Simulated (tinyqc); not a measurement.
Sp3 tight binding, zinc-blende lattice, step by step. One step of it, computed by the program tinyqc.

Question. Bloch Hamiltonian at X. Slater-Koster rules over the four bonds with direction cosines (l, m, n): ss V_ss; s-px l V_sp; px-s -l V_sp; px-px l^2 V_pps + (1 - l^2) V_ppp; px-py l m (V_pps - V_ppp); each times exp(i k.d).

Parameters chosen for this model: zinc-blende lattice, anion at 0, cation at a/4 (1,1,1); V = eta hbar^2 / (m d^2), hbar^2/m = 7.619964 eV angstrom^2:
```
parameter,value,unit
a,6.560000,angstrom
d,2.840563,angstrom
Es anion,-16.050000,eV
Ep anion,-8.890000,eV
Es cation,-9.260000,eV
Ep cation,-5.350000,eV
eta ss,-1.240000,
eta sp,1.480000,
eta pp sigma,2.880000,
eta pp pi,-0.750000,
V ss,-1.171024,eV
V sp,1.397673,eV
V pp sigma,2.719797,eV
V pp pi,-0.708280,eV
```

k point X (2 pi / a): 1  0  0

Give: H(k) at X.

Answer.

H(k) at X (eV), lower triangle (Hermitian):
```
,a s,a px,a py,a pz,c s,c px,c py,c pz
a s,-16.0500
a px,0.0000,-8.8900
a py,0.0000,0.0000,-8.8900
a pz,0.0000,0.0000,0.0000,-8.8900
c s,0.0000,0.0000+3.2278i,0.0000,0.0000,-9.2600
c px,0.0000-3.2278i,0.0000,0.0000,0.0000,0.0000,-5.3500
c py,0.0000,0.0000,0.0000,0.0000-4.5708i,0.0000,0.0000,-5.3500
c pz,0.0000,0.0000,0.0000-4.5708i,0.0000,0.0000,0.0000,0.0000,-5.3500
```
